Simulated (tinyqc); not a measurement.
# Polycrystalline film, grain-boundary barriers (Seto model), step by step

Program tinyqc, `OMP_NUM_THREADS=1 python tinyqc.py 2610152 2610153 out.jsonl`; Intel Xeon 2.30GHz, shared host, one thread, about 0.01 s. Printed values are rounded.

One-dimensional grains of size Lg with donors N; each boundary has Qt acceptor-like traps per area at one level Et below the band edge. Trapped electrons qt deplete a width w = qt/N (both sides together) and raise a barrier Vb = q N w^2/(8 eps0 eps_r). Current crosses the barriers by thermionic emission at small bias. Abrupt depletion, full ionisation, Boltzmann statistics.

Values chosen for this exercise; values close to those of polycrystalline silicon: temperature T = 250 K; relative permittivity of the semiconductor eps_r = 11.7; grain size Lg = 200 nm; trap density at a boundary Qt = 1e12 cm^-2; donor density N = 2.2e16 cm^-3; mobility inside a grain mg = 350 cm^2/(V s); collection velocity at the barrier vc = 3.2e6 cm/s; conduction-band density of states at T Nc = 2.13e19 cm^-3; trap level below the band edge Et = 0.45 eV.

Constants: q = 1.602176634e-19 C, kB = 1.380649e-23 J/K, Vt = kB T/q, eps0 = 8.8541878128e-14 F/cm where lengths are in cm. Results are converted to the units shown.

## Critical doping and limits of the barrier

N* = Qt/Lg; fully depleted grains have Vb = q N Lg^2/(8 eps0 eps_r), filled traps Vb = q Qt^2/(8 eps0 eps_r N); the true barrier cannot exceed the smaller.

N* = 5e16 cm^-3
Vb, fully depleted = 0.170125 V
Vb, traps filled = 0.878746 V

## Barrier, resistivity and effective mobility

Partly depleted grains: the density at the grain centre is n0 = N and qt = Qt/(1 + 2 (Nc/N) exp((Vb - Et)/Vt)). If that gives qt >= N Lg, the grains are fully depleted: qt = N Lg, w = Lg and n0 = 2 Nc exp((Vb - Et)/Vt)/(Qt/(N Lg) - 1). Resistivity: barriers rb = Vt exp(Vb/Vt)/(q n0 vc Lg), grain interior rg = (1 - w/Lg)/(q mg N); effective mobility 1/(q N (rb + rg)).

qt = 4.4e11 cm^-2
w = 200 nm
Vb = 0.170125 V
n0 = 7.63212e13 cm^-3
rb = 74020.0 ohm cm
rg = 0 ohm cm
effective mobility = 0.00383282 cm^2/(V s)

The grains are fully depleted, 44.0 % of the traps are filled and the barriers give 100 % of the resistivity.
